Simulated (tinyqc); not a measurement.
MOS capacitor on a p-type substrate, surface potential from the exact charge relation: one step of the calculation.

Uniform p-type substrate, Boltzmann statistics, full ionisation, classical densities. psi is the surface potential against the body (positive when the bands bend down) and u = psi/Vt. Traps are spread evenly over the gap and neutral at flat band, so their charge is -q Dit psi; the minority quasi-Fermi level is shifted by Vb.

Question. Flat band, threshold and scales. ni = sqrt(Nc Nv) exp(-Eg/(2 Vt)), Eg in volts; phiF = Vt ln(N/ni); Cox = eps0 eox/tox; Vfb = phiM - chi - (Eg - Vt ln(Nv/N)) - q Nf/Cox; Q0 = sqrt(2 eps0 eps_r q N Vt); r = (ni/N)^2 exp(-Vb/Vt); VT = Vfb + [(2 phiF + Vb)(1 + q Dit/Cox) + sqrt(2 eps0 eps_r q N (2 phiF + Vb))/Cox].

Values chosen for this exercise; band and dielectric values close to those of In0.53Ga0.47As:
```
symbol,value,unit,meaning
T,300,K,temperature
Eg,0.729,eV,band gap
eps_r,14.2,,relative permittivity
Nc,2.12e17,cm^-3,conduction-band density of states at T
Nv,7.6e18,cm^-3,valence-band density of states at T
chi,4.43,eV,electron affinity
N,9.5e16,cm^-3,acceptor density of the substrate
eox,3.9,,relative permittivity of the gate insulator (close to silicon dioxide)
tox,15,nm,insulator thickness
phiM,4.65,eV,gate work function
Nf,0,cm^-2,"fixed charge at the interface, in units of q"
Dit,3.2e12,cm^-2 eV^-1,density of interface traps
Vb,0,V,reverse bias of the inversion layer against the body
```

Constants: q = 1.602176634e-19 C, kB = 1.380649e-23 J/K, Vt = kB T/q, eps0 = 8.8541878128e-14 F/cm where lengths are in cm. Results are converted to the units shown.

Find: ni; phiF; Cox; Vfb; Q0; r; VT.

Answer.

ni = 9.5553e11 cm^-3
phiF = 0.29748 V
Cox = 0.23021 uF/cm^2
Vfb = -0.39572 V
Q0 = 31.456 nC/cm^2
r = 1.0117e-10
VT = 2.1798 V

Numbers from tinyqc (`OMP_NUM_THREADS=1 python tinyqc.py 2060034 2060035 out.jsonl`; about 0.01 s on one thread of a shared Intel Xeon 2.30GHz).
